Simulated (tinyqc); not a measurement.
Worked calculation: Luttinger-Kohn k.p, four valence bands. One step of it, computed by the program tinyqc.

Task: Hole masses. E = c [g1 k^2 -/+ 2 sqrt(g2^2 k^4 + 3 (g3^2 - g2^2)(kx^2 ky^2 + ky^2 kz^2 + kz^2 kx^2))] with c = hbar^2/2m, and m* = hbar^2 k^2 / (2 E).

Luttinger parameters chosen for this model; energies are counted downward from the top of the valence band:

| parameter | value | unit |
|---|---|---|
| g1 | 7.740000 |  |
| g2 | 1.520000 |  |
| g3 | 2.890000 |  |

Give: Masses.

Result:

Masses (electron masses):

| direction | heavy | light |
|---|---|---|
| [100] | 0.213 | 0.093 |
| [110] | 0.399 | 0.077 |
| [111] | 0.510 | 0.074 |
